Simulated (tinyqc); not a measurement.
What moves the carrier density: donors on two lattice sites with valley-orbit split states.

Each donor binds at most one electron, in any of its states. For a site s, W_s = sum over its states of g exp(E/kT), and the ionised share is 1/(1 + W_s exp(eta)), eta = (EF - Ec)/kT; n = Nc F_1/2(eta); neutrality n + NA = ND x (mean ionised share, the two sites in equal numbers); holes are neglected. Nc from N = 2 (m kB T/(4 pi c))^(3/2) with c = hbar^2/2m0, in 1/angstrom^3; times 1e24 for 1/cm^3, m = md. F_j(eta) = (1/Gamma(j + 1)) integral_0^infinity x^j dx/(1 + exp(x - eta)), which tends to exp(eta) for eta << 0.

Mobility (Caughey-Thomas form): mu = mu0 + (mu1 (T/300)^(-ga) - mu0)/(1 + ((ND + NA)/Nr)^de); rho = 1/(e n mu), e = 1.602176634e-19 C.

Constants: hbar^2/2m0 = 3.80998211 eV angstrom^2; kB = 8.617333262e-05 eV/K.

Values chosen for the exercise (near those of nitrogen in 4H-SiC; shifted at random, so the results belong to these values and not to a real crystal):
- md = 0.796 m0 (density-of-states mass of the conduction band)
- E = (65.4, 57.9, 117.8, 75.9) meV (binding energies of h ground, h excited, k ground, k excited)
- g = (2, 4, 2, 4) (their degeneracies with spin)
- ND = 6.6e+17 1/cm^3 (donors, half on each site)
- NA = 0 1/cm^3 (compensating acceptors, all ionised)
- T = 250 K
- mu0 = 42 cm^2/(V s) (mobility at heavy doping)
- mu1 = 912 cm^2/(V s) (mobility at light doping and 300 K)
- Nr = 2e+17 1/cm^3 (reference doping)
- de = 0.61 (doping exponent)
- ga = 2.4 (temperature exponent)

All results formed anew.

Results for these values:
```
case,eta,n (1/cm^3),rho (ohm cm)
base,-4.327,1.783e+17,0.07171
```

What happens to each result for ND = 1.32e+18 1/cm^3, all else kept?

Answer: eta rises from -4.327 to -3.912; n rises from 1.783e+17 to 2.693e+17; rho falls from 0.07171 to 0.06240.

The same for each parameter in turn:
```
case,eta,n (1/cm^3),rho (ohm cm)
base,-4.327,1.783e+17,0.07171
"E = (70.4, 57.9, 117.8, 75.9) meV",-4.355,1.733e+17,0.07378
md = 0.876 m0,-4.415,1.885e+17,0.06783
ND = 1.32e+18 1/cm^3,-3.912,2.693e+17,0.06240
NA = 6.6e+16 1/cm^3,-4.566,1.404e+17,0.09438
T = 280 K,-4.288,2.195e+17,0.07508
Nr = 4e+17 1/cm^3,-4.327,1.783e+17,0.05615
```

tinyqc: `OMP_NUM_THREADS=1 python tinyqc.py 1651091 1651092 out.jsonl`; about 0.01 s, one thread, shared Intel(R) Xeon(R) Processor @ 2.30GHz.
